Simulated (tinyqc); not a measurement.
# Zener tunnelling in a reverse-biased junction, two-band WKB: effect of temperature

Abrupt p-n junction, depletion approximation. Energies E are counted from the conduction-band edge of the neutral n side; its Fermi level lies at dn, that of the p side at dn - V, and the valence-band edge of the neutral p side at Em = dn + dp - V. Tunnelling needs 0 < E < Em. Two-band dispersion with equal masses m: inside the gap kappa = sqrt(m u (1 - u/Eg)/C), u the distance from a band edge, C = hbar^2/(2 m0).

Nc and Nv are given at 300 K and scale as (T/300 K)^1.5; Eg, m and eps_r are held. Nd = Nc F12(dn/Vt), Na = Nv F12(dp/Vt), F12(x) = (2/sqrt(pi)) int_0^infinity sqrt(u)/(1 + exp(u - x)) du; dn = EF - Ec on the n side, dp = Ev - EF on the p side (negative outside the bands); Vbi = Eg + dn + dp. W = sqrt(2 eps0 eps_r (Vbi - V)(1/Na + 1/Nd)/q), mean field F = (Vbi - V)/W, peak field 2 F. In a uniform field F the exponent is S = pi sqrt(m/C) Eg^1.5/(4 F). Transverse energy Et = C kt^2/m raises it to S (1 + 4 Et/Eg), so T = exp(-S) exp(-Et/Eb) with Eb = Eg/(4 S). KJ = (2 q^2/h) m/(4 pi C) (times 1e14 for A/cm^2 per eV^2). J = KJ exp(-S) Eb times the integral from 0 to Em of [f(E - dn) - f(E - dn + V)] [1 - exp(-min(E, Em - E)/Eb)] dE, f(x) = 1/(1 + exp(x/Vt)), with S and Eb from the mean field; J > 0 flows from p to n.

Parameters, values chosen for the exercise; band and dielectric values those of a made-up semiconductor:
```
symbol,value,unit,meaning
Eg,0.896,eV,band gap
eps_r,12.5,,relative permittivity
Nc,2.59e17,cm^-3,conduction-band density of states at 300 K
Nv,9.92e18,cm^-3,valence-band density of states at 300 K
m,0.055,m0,band-edge mass of the two-band model
Na,5.6e18,cm^-3,acceptor density
Nd,1.9e18,cm^-3,donor density
V,-1.3,V,bias of the p side
```

Constants: q = 1.602176634e-19 C, kB = 1.380649e-23 J/K, hbar = 1.054571817e-34 J s, h = 6.62607015e-34 J s, m0 = 9.1093837015e-31 kg, Vt = kB T/q, eps0 = 8.8541878128e-14 F/cm where lengths are in cm, hbar^2/(2 m0) = 0.0380998212 eV nm^2. Results are converted to the units shown.

Result of one run:
```
T (K)	Vbi (V)	mean field (MV/cm)	S	J (A/cm^2)
50	1.034	0.4896	16.35	-1.258
```

What becomes of these results when the temperature T is changed from 50 to 100 K, all else the same?

Result of the changed run:
```
T (K)	Vbi (V)	mean field (MV/cm)	S	J (A/cm^2)
100	1.031	0.4893	16.36	-1.241
```

The whole series:
```
T (K)	Vbi (V)	mean field (MV/cm)	S	J (A/cm^2)
50	1.034	0.4896	16.35	-1.258
100	1.031	0.4893	16.36	-1.241
150	1.026	0.4887	16.38	-1.212
200	1.019	0.4879	16.40	-1.174
300	0.9993	0.4859	16.47	-1.077
400	0.9744	0.4833	16.56	-0.9624
```

Vbi falls from 1.03 to 0.974 V, S rises from 16.3 to 16.6, and |J| falls from 1.26 to 0.962 A/cm^2, a spread of a factor 1.31. That is small against a thermally activated current. The shrinking of the gap with temperature, left out here, would raise J.

Range of the model: Parabolic densities of states, no band tails and no gap narrowing, all of which matter at such doping.

Numbers from tinyqc (`OMP_NUM_THREADS=1 python tinyqc.py 2620084 2620085 out.jsonl`; about 0.01 s on one thread of a shared Intel Xeon 2.30GHz).
